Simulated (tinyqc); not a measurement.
Changing the pressure p: adsorption as a lattice gas: isotherms with interactions, competition, desorption peaks and saturation dose. Computed by tinyqc, a small Python program. Command: `OMP_NUM_THREADS=1 python tinyqc.py 3029334 3029335 out.jsonl adsorb sweep`. One thread of a shared host (Intel(R) Xeon(R) Processor @ 2.30GHz), about 0.01 s of CPU time with the checks.

One adsorbate per site; a molecule needs 2 empty sites. Gas and surface have the same temperature.

Inputs (values chosen for the exercise, for a model surface): desorption energy E = 1.97 eV; prefactor nu = 8.7e+13 1/s; pair energy w (positive repels) = -0.022 eV; neighbours z = 6; site density N_s = 5.5 1/nm^2; molecular mass M = 242 u; sticking coefficient s0 = 0.16; temperature T = 860 K; blocking by a second gas, K_B p_B = 8.2.

Adsorption: dissociative (second order).

Constants: u = 1.6605390666e-27 kg; k_B = 1.380649e-23 J/K; k_B = 8.617333262e-05 eV/K.

Method. Flux F = p/sqrt(2 pi M k_B T); k_d = nu exp(-E/(k_B T)); 2 s0 F (1 - theta)^2 = N_s k_d theta^2, so y = sqrt(2 s0 F/(N_s k_d)), theta = y/(1 + y). With a second gas on the same sites theta = y/(1 + y + K_B p_B). With u = w/(k_B T). Mean field: theta/(1 - theta) = y exp(-z u theta). Quasi-chemical: theta/(1 - theta) = y [(r - 1 + 2 theta)(1 - theta)/((r + 1 - 2 theta) theta)]^(-z/2) exp(-z u/2), r = sqrt(1 - 4 theta (1 - theta)(1 - exp(-u))).

One run for each value:
```
pressure p (Pa)  Langmuir coverage  coverage, mean field  coverage, quasi-chemical  coverage with the second gas
1.40e-05                    0.0043                0.0044                    0.0044                     4.729e-04
6.50e-05                    0.0093                0.0094                    0.0095                     1.018e-03
3.00e-04                    0.0198                0.0205                    0.0206                     2.186e-03
1.40e-03                    0.0417                0.0450                    0.0456                     4.709e-03
6.50e-03                    0.0858                0.1009                    0.1032                     1.009e-02
3.00e-02                    0.1677                0.2342                    0.2408                     2.143e-02
1.40e-01                    0.3033                0.5265                    0.5251                     4.518e-02
6.50e-01                    0.4840                0.7942                    0.7883                     9.252e-02
3.00e+00                    0.6683                0.9108                    0.9089                     1.797e-01
1.40e+01                    0.8132                0.9601                    0.9597                     3.212e-01
```

Over the rows, Langmuir coverage rises from 0.00433 to 0.813 (exponent d ln y / d ln x 0.50 between the first rows and 0.13 between the last); coverage, mean field rises from 0.00437 to 0.960 (exponent d ln y / d ln x 0.50 between the first rows and 0.034 between the last); coverage, quasi-chemical rises from 0.00437 to 0.960 (exponent d ln y / d ln x 0.50 between the first rows and 0.035 between the last).
